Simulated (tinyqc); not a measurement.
Worked calculation: Jacobi rotations on a symmetric matrix. Computed by tinyqc, a small Python program that keeps every step. Settings: method = jacobi. Command: `OMP_NUM_THREADS=1 python tinyqc.py 31685 31686 out.jsonl` (the two numbers bound the seeds that draw the settings). One thread of a shared host (Intel(R) Xeon(R) Processor @ 2.60GHz), about 0.01 s of CPU time with the checks.

## Jacobi rotation 1

A:
```
[[0.243000, 0.165000, 0.007000, 0.315000, -0.064000, 0.205000],
 [0.165000, 0.385000, 0.046000, 0.117000, 0.009000, 0.168000],
 [0.007000, 0.046000, 0.554000, 0.293000, -0.239000, -0.066000],
 [0.315000, 0.117000, 0.293000, 0.598000, 0.090000, 0.049000],
 [-0.064000, 0.009000, -0.239000, 0.090000, 0.639000, -0.293000],
 [0.205000, 0.168000, -0.066000, 0.049000, -0.293000, 1.215000]]
```

Take the largest off-diagonal element A_pq; tan 2 theta = 2 A_pq / (A_qq - A_pp) with |theta| <= pi/4; A' = J^T A J with J_pp = J_qq = cos, J_pq = sin, J_qp = -sin.

p, q, theta (rad): [1.000000, 4.000000, 0.528827]

A':
```
[[0.058932, 0.083432, -0.141781, 0.000000, -0.100664, 0.152275],
 [0.083432, 0.385000, 0.046000, 0.184264, 0.009000, 0.168000],
 [-0.141781, 0.046000, 0.554000, 0.256508, -0.239000, -0.066000],
 [0.000000, 0.184264, 0.256508, 0.782068, 0.045417, 0.145733],
 [-0.100664, 0.009000, -0.239000, 0.045417, 0.639000, -0.293000],
 [0.152275, 0.168000, -0.066000, 0.145733, -0.293000, 1.215000]]
```

## Jacobi rotation 2

As before.

p, q, theta (rad): [5.000000, 6.000000, -0.397002]

A':
```
[[0.058932, 0.083432, -0.141781, 0.000000, -0.033957, 0.179355],
 [0.083432, 0.385000, 0.046000, 0.184264, 0.073258, 0.151454],
 [-0.141781, 0.046000, 0.554000, 0.256508, -0.245931, 0.031544],
 [0.000000, 0.184264, 0.256508, 0.782068, 0.098233, 0.116838],
 [-0.033957, 0.073258, -0.245931, 0.098233, 0.516156, 0.000000],
 [0.179355, 0.151454, 0.031544, 0.116838, 0.000000, 1.337844]]
```

## Jacobi rotation 3

As before.

p, q, theta (rad): [3.000000, 4.000000, 0.576236]

A':
```
[[0.058932, 0.083432, -0.118886, -0.077252, -0.033957, 0.179355],
 [0.083432, 0.385000, -0.061828, 0.179573, 0.073258, 0.151454],
 [-0.118886, -0.061828, 0.387321, 0.000000, -0.259742, -0.037212],
 [-0.077252, 0.179573, 0.000000, 0.948747, -0.051631, 0.115158],
 [-0.033957, 0.073258, -0.259742, -0.051631, 0.516156, 0.000000],
 [0.179355, 0.151454, -0.037212, 0.115158, 0.000000, 1.337844]]
```

## All rotations

The off-diagonal norm falls at every rotation.

Rotations:
```
step    p    q      theta  off-diagonal norm
1       1    4   0.528827           8.50e-01
2       5    6  -0.397002           7.42e-01
3       3    4   0.576236           6.47e-01
4       3    5  -0.663848           5.33e-01
5       2    4   0.283615           4.69e-01
6       1    6   0.136727           3.94e-01
7       4    6   0.337390           3.37e-01
8       2    6   0.108292           2.92e-01
9       1    3  -0.485320           2.47e-01
10      2    5   0.232452           2.03e-01
11      1    2   0.210472           1.76e-01
...   ...  ...        ...                ...
37      3    5   0.000084           6.90e-05
38      2    4  -0.000064           3.62e-05
39      2    5  -0.000052           1.78e-05
40      1    2  -0.000034           2.69e-06
41      4    6   2.92e-06           1.88e-06
42      1    3   3.52e-06           1.27e-06
43      3    6   6.13e-07           7.27e-07
44      1    4   5.02e-07           1.14e-07
45      1    5   1.02e-07           3.55e-09
46      5    6   2.89e-09           2.16e-09
47      1    6   7.27e-10           1.54e-09
```

eigenvalues: [-0.046776, 0.231691, 0.314611, 0.741069, 0.963328, 1.430076]
